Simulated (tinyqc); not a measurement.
Sp3 tight binding, zinc-blende lattice, step by step. One step of it, computed by the program tinyqc.

Question. Levels at k. Diagonalise the Hermitian matrix.

H(k) at k (eV), lower triangle (Hermitian):
```
                      a s                 a px                a py                 a pz
a s            -11.360000
a px             0.000000            -6.720000
a py             0.000000             0.000000           -6.720000
a pz             0.000000             0.000000            0.000000            -6.720000
c s   -1.784857-7.481984i  -2.784971-3.000332i  4.896097+1.706632i  -3.626778-2.303928i
c px   2.784971+3.000332i   0.627745+2.631459i  3.995298+2.538032i  -5.393593-1.880045i
c py  -4.896097-1.706632i   3.995298+2.538032i  0.627745+2.631459i   3.067954+3.305198i
c pz   3.626778+2.303928i  -5.393593-1.880045i  3.067954+3.305198i   0.627745+2.631459i

             c s       c px       c py       c pz
c s   -11.360000
c px    0.000000  -6.720000
c py    0.000000   0.000000  -6.720000
c pz    0.000000   0.000000   0.000000  -6.720000
```

Give: eigenvalues; weights |c|^2 of the basis functions.

Answer.

eigenvalues (eV): -22.2715  -18.0691  -14.3792  -13.8419  -0.0776  0.3056  0.8872  4.4065

weights |c|^2 of the basis functions:
```
      band 1  band 2  band 3  band 4  band 5  band 6  band 7  band 8
a s   0.3996  0.1488  0.0041  0.0052  0.3457  0.0052  0.0049  0.0864
a px  0.0207  0.1359  0.3084  0.0155  0.0915  0.0301  0.2588  0.1391
a py  0.0482  0.0963  0.0291  0.3032  0.0284  0.3461  0.0142  0.1344
a pz  0.0316  0.1190  0.1584  0.1760  0.0343  0.1185  0.2221  0.1401
c s   0.3996  0.1488  0.0041  0.0052  0.3457  0.0052  0.0049  0.0864
c px  0.0207  0.1359  0.3084  0.0155  0.0915  0.0301  0.2588  0.1391
c py  0.0482  0.0963  0.0291  0.3032  0.0284  0.3461  0.0142  0.1344
c pz  0.0316  0.1190  0.1584  0.1760  0.0343  0.1185  0.2221  0.1401
```
